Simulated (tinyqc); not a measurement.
Quasi-harmonic thermal expansion with mode Grueneisen parameters. Which input was changed? Computed by tinyqc, a small Python program. Command: `OMP_NUM_THREADS=1 python tinyqc.py 3030624 3030625 out.jsonl qha which`. One thread of a shared host (Intel(R) Xeon(R) Processor @ 2.30GHz), about 0.5 s of CPU time with the checks.

A crystal with two atoms a cell; per atom there are 1 transverse acoustic (TA), 1/2 longitudinal acoustic (LA) and 3/2 optical (O) modes. Every frequency of group i scales as nu_i (V/V0)^(-gamma_i). The acoustic groups have Debye spectra, density 3 nu^2/nu_i^3 up to nu_i (40 Gauss-Legendre points); the optical group has one frequency. Static energy: E = (9 V0 B0/16) [y^3 B' + y^2 (2 - 4 y)], y = (V0/V)^(2/3) - 1, with pressure P_s = (3 B0/2) (z^7 - z^5) [1 + (3/4)(B' - 4)(z^2 - 1)], z = (V0/V)^(1/3).

Inputs (values chosen for the exercise, for a model crystal):
```
quantity                       value             unit
static volume V0                26.4  angstrom^3/atom
static bulk modulus B0          92.9              GPa
static B'                       4.11                -
frequency nu_TA                 5.24              THz
frequency nu_LA                 9.28              THz
frequency nu_O                  16.1              THz
Grueneisen parameter gamma_TA    1.8                -
Grueneisen parameter gamma_LA    1.6                -
Grueneisen parameter gamma_O     1.4                -
temperature T                     80                K
step factor f                    0.6                -
```

Acoustic groups: Debye.

Constants: h x 1 THz = 4.135667696 meV; k_B = 8.617333262e-05 eV/K; 1 eV/angstrom^3 = 160.2176634 GPa.

Method:
- For a mode with x = h nu/(k_B T), n = 1/(exp(x) - 1): U = h nu (n + 1/2), C/k_B = x^2 n (n + 1); U_i and C_i sum these over group i with its weight per atom.
- Phonon pressure P_ph = sum_i gamma_i U_i/V.
- gamma_th = sum gamma_i C_i / sum C_i; volume expansion coefficient alpha_V = gamma_th C k_B/(B0 V0); linear coefficient alpha_V/3; first-order volume change P_ph/B0.
- Start at V0 and step V(new) = V [1 + f (P_s + P_ph)/B0]; stop when |P_s + P_ph| < 1e-8 GPa, after 60 steps, or when V leaves 0.7 to 1.3 V0.
- B_T = -V d(P_s + P_ph)/dV at fixed T (central difference, step 1e-4 V); alpha_V = sum gamma_i C_i k_B/(B_T V), all at V(T); the linear coefficient is alpha_L = alpha_V/3.
- C_P - C_V = alpha_V^2 B_T V T; the optical frequency is nu_O (V/V0)^(-gamma_O).

Question. One of these inputs alone was changed, within the range given: static bulk modulus B0 (46.45 to 185.8); frequency nu_TA (2.62 to 10.48); Grueneisen parameter gamma_TA (0.9 to 3.6); temperature T (40 to 160). Which one, and to what value?

Results:
```
run     C_P - C_V (k_B/atom)  volume change from V0 (%)  gamma_th at V0
before           0.000918231                  0.6534409        1.757285
after            0.001325487                  0.6625209        1.749039
```

Answer.

Each candidate set to reproduce C_P - C_V, and what it then gives:
```
candidate                      range searched  value needed  volume change from V0 (%)  gamma_th at V0
static bulk modulus B0 (GPa)   46.45 to 185.8         65.14                    0.93259          1.7573
frequency nu_TA (THz)           2.62 to 10.48         3.602                    0.63548          1.7645
Grueneisen parameter gamma_TA      0.9 to 3.6         2.238                    0.68187          2.1069
temperature T (K)                   40 to 160         90.50                    0.66252          1.7490
```

Only temperature T fits every result: it went from 80 to 90.5 K. The next best candidate, frequency nu_TA, misses one result by 4.1 %.
